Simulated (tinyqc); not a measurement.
# From remote-phonon mobility back to temperature T

Model: scattering of inversion-layer electrons by surface optical phonons of the gate insulator (remote phonon scattering). Computed by tinyqc, a small Python program. Command: `OMP_NUM_THREADS=1 python tinyqc.py 3111037 3111038 out.jsonl sophonon inv`. One thread of a shared host (Intel(R) Xeon(R) Processor @ 2.30GHz), about 0.06 s of CPU time with the checks.

One subband with the Fang-Howard envelope; insulator and channel are half-spaces, the gate is far away, and an interlayer only moves the polar surface away by t (its own modes and its permittivity contrast are left out).

Inputs (values chosen for the exercise, modelled on SiO2 on silicon):

| quantity | value | unit |
|---|---|---|
| static constant of the insulator eps_0s | 3.79 | - |
| intermediate constant eps_i | 2.99 | - |
| optical constant eps_inf | 2.52 | - |
| hbar omega_TO1 | 55.6 | meV |
| hbar omega_TO2 | 139 | meV |
| constant of the channel eps_s | 11.7 | - |
| in-plane mass m | 0.187 | m_0 |
| valleys g_v | 2 | - |
| sheet density n | 7.2e+11 | 1/cm^2 |
| mean distance of the electrons z0 = 3/b | 2.8 | nm |
| interlayer thickness t | 0 | nm |
| mobility from other processes | 650 | cm^2/(V s) |

Screening by the channel electrons: none.

Constants: k_B = 8.617333262e-05 eV/K; hbar^2/(2 m_0) = 3.80998212 eV angstrom^2; e^2/(4 pi eps_0) = 14.39964548 eV angstrom; hbar = 6.582119569e-16 eV s; e = 1.602176634e-19 C; m_0 = 9.1093837015e-31 kg.

Method:
- eps(w) = eps_inf + (eps_0s - eps_i) w1^2/(w1^2 - w^2) + (eps_i - eps_inf) w2^2/(w2^2 - w^2). Surface modes solve eps(w) + eps_s = 0, a quadratic in w^2; the strength of a mode is g = 2/(w d eps/dw).
- Occupation N = 1/(exp(hbar w/(k_B T)) - 1).
- Density of states D = g_v m/(pi hbar^2); eta = E_F/(k_B T) = ln(exp(n/(D k_B T)) - 1); screening wave number q_s = e^2 D/(2 eps_0 eps_avg) x 1/(1 + exp(-eta)), eps_avg = (eps_s + eps_inf)/2; b = 3/z0.
- For a mode of strength g, without the occupation factor, Area x |M(q)|^2 = e^2 hbar w g/(2 eps_0 q) x (b/(b + q))^6 exp(-2 q t).
- Approximate momentum relaxation rate, taking tau v alike in the initial and final states: 1/tau = (m/(2 pi hbar^3)) sum over modes and over absorption (N, E' = E + hbar w) and emission (N + 1, E' = E - hbar w > 0) of [(1 - f(E'))/(1 - f(E))] int_0^(2 pi) Area |M(q)|^2 (1 - cos theta) d theta, q^2 = k^2 + k'^2 - 2 k k' cos theta, f the Fermi function; 48 midpoints in theta from 0 to pi.
- mu = (e/m) int tau E f (1 - f) dE/(k_B T int f dE), by 300 midpoints from 0 to (max(eta, 0) + 14) k_B T; Matthiessen sum with the other processes.

Question. A run gave the result below. Find the temperature T, known to lie between 370 and 460 K.

remote-phonon mobility = 64822.29 cm^2/(V s)

Answer.

Each step takes the trial c = (a f_b - b f_a)/(f_b - f_a), f being the result less the target and a, b, c the logarithms of the listed values; c replaces end b, the old b replaces a if the sign of f changed, and otherwise f_a is halved.

Scan of the range:

| temperature T (K) | remote-phonon mobility (cm^2/(V s)) |
|---|---|
| 370 | 89827.5 |
| 384 | 83312.1 |
| 398 | 77389.7 |
| 413 | 69275.0 |
| 428 | 64654.4 |
| 444 | 60417.8 |
| 460 | 56598.1 |

False position (Illinois rule, in the logarithm of the input) inside the bracket:

| step | end a | end b | trial | remote-phonon mobility (cm^2/(V s)) |
|---|---|---|---|---|
| 1 | 413.000 | 428.000 | 427.446 | 64703.6 |
| 2 | 413.000 | 427.446 | 426.702 | 64769.4 |
| 3 | 413.000 | 426.702 | 426.071 | 64824.7 |
| 4 | 426.702 | 426.071 | 426.099 | 64822.3 |
| 5 | 426.702 | 426.099 | 426.101 | 64822.2 |
| 6 | 426.099 | 426.101 | 426.100 | 64822.3 |

Remote-phonon mobility falls at every point of a 13-point scan of the range (every second point is shown), so one value fits; it is bracketed by 413 and 428. Answer: temperature T = 426.1 K.

Caution: a relaxation time is only an approximation for inelastic scattering, and static or no screening brackets the true dynamic screening only roughly.
